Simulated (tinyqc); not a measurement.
What each parameter does: model-solid line-up of a strained alloy layer on a substrate.

All values of the alloy are linear in x but the gap, Eg(x) = (1 - x) Eg_A + x Eg_B - C x (1 - x), and the valence edge, Ev(x) = (1 - x) Ev_A + x Ev_B + fv C x (1 - x); Ec = Ev + Eg. Ev is the top of the unstrained valence band on a scale common to all materials. In the layer only the Gamma valley of the conduction band is followed, also where an X or L valley would lie lower.

Coherent growth on a (111) face: e_par = (a_s - a)/a, e_perp = -(2 C11 + 4 C12 - 4 C44)/(C11 + 2 C12 + 4 C44) e_par; exx = eyy = ezz = (2 e_par + e_perp)/3 and exy = eyz = ezx = (e_perp - e_par)/3.

Strained edges: Ec + ac tr(e); the valence edges are Ev plus the levels of the 6 x 6 matrix of X, Y, Z times spin with -Dso/3 + l exx + m (eyy + ezz) on the diagonal (cyclic), n exy off it, l = av + 2 b, m = av - b, n = sqrt(3) d. Spin-orbit term (Dso/3) L.sigma on X, Y, Z with (L_k)_ij = -i epsilon_kij: <X+|H|Y+> = -i Dso/3, <X+|H|Z-> = Dso/3, <Y+|H|Z-> = -i Dso/3, <Z+|H|X-> = -Dso/3, <Z+|H|Y-> = i Dso/3, <X-|H|Y-> = i Dso/3, and their conjugates; + and - are the spin along z.

dEc = Ec(substrate) - Ec(layer), dEv = Ev(layer) - Ev(substrate); positive values confine the carrier in the layer. Type I: both of one sign; type II: opposite signs; type III: the gaps do not overlap.

Values chosen for the exercise (A near GaSb, B near GaAs, substrate near InAs; shifted at random, so the results belong to these values and not to a real crystal): a = (6.095, 5.66) angstrom (lattice constant of A, B); Eg = (0.804, 1.514) eV (gap at Gamma to the s-like level of A, B); Dso = (0.768, 0.346) eV (spin-orbit splitting of A, B); Ev = (-0.03, -0.81) eV (top of the unstrained valence band of A, B); ac = (-7.41, -7.21) eV (conduction deformation potential of A, B); av = (0.8, 1.17) eV (valence hydrostatic potential of A, B); b = (-1.98, -2.02) eV (tetragonal shear potential of A, B); d = (-4.74, -4.78) eV (trigonal shear potential of A, B); C11 = (88.6, 121.9) GPa (of A, B); C12 = (39.8, 56.7) GPa (of A, B); C44 = (42.9, 59.7) GPa (of A, B); C = 1.152 eV (bowing of the gap); fv = 0.75 (share of the bowing taken by the valence edge); a_s = 6.062 angstrom (substrate); Eg_s = 0.412 eV (lowest gap of the substrate); Ev_s = -0.59 eV (substrate valence edge); face = 111 (growth face); x = 0.46 (fraction of B).

Strained gap, valence splitting and offsets.

One parameter was then changed.

Results before and after:

| case | gap (eV) | splitting (meV) | dEc (eV) | dEv (eV) |
|---|---|---|---|---|
| base | 0.3363 | 268.5 | -0.5344 | 0.6102 |
| changed | 0.3114 | 268.5 | -0.5282 | 0.6288 |

Which of these changes was made? (a) Ev_s = -0.54 eV; (b) C = 1.252 eV; (c) d = (-5.451, -5.497) eV; (d) a_s = 6.042 angstrom; (e) x = 0.44; (f) av = (0.92, 1.346) eV; (g) ac = (-8.522, -8.292) eV; (h) fv = 0.95.

Answer: (b) C = 1.252 eV. Of the candidates, run in turn, only this one gives the changed row.

All candidates:

| case | gap (eV) | splitting (meV) | dEc (eV) | dEv (eV) |
|---|---|---|---|---|
| base | 0.3363 | 268.5 | -0.5344 | 0.6102 |
| x = 0.44 | 0.3535 | 252.3 | -0.5530 | 0.6115 |
| a_s = 6.042 angstrom | 0.4001 | 233.4 | -0.5720 | 0.5839 |
| C = 1.252 eV | 0.3114 | 268.5 | -0.5282 | 0.6288 |
| fv = 0.95 | 0.3363 | 268.5 | -0.5917 | 0.6674 |
| Ev_s = -0.54 eV | 0.3363 | 268.5 | -0.4844 | 0.5602 |
| ac = (-8.522, -8.292) eV | 0.2892 | 268.5 | -0.4873 | 0.6102 |
| av = (0.92, 1.346) eV | 0.3300 | 268.5 | -0.5344 | 0.6164 |
| d = (-5.451, -5.497) eV | 0.3088 | 313.4 | -0.5344 | 0.6376 |

tinyqc: `OMP_NUM_THREADS=1 python tinyqc.py 1051553 1051554 out.jsonl`; about 0.02 s, one thread, shared Intel(R) Xeon(R) Processor @ 2.30GHz.
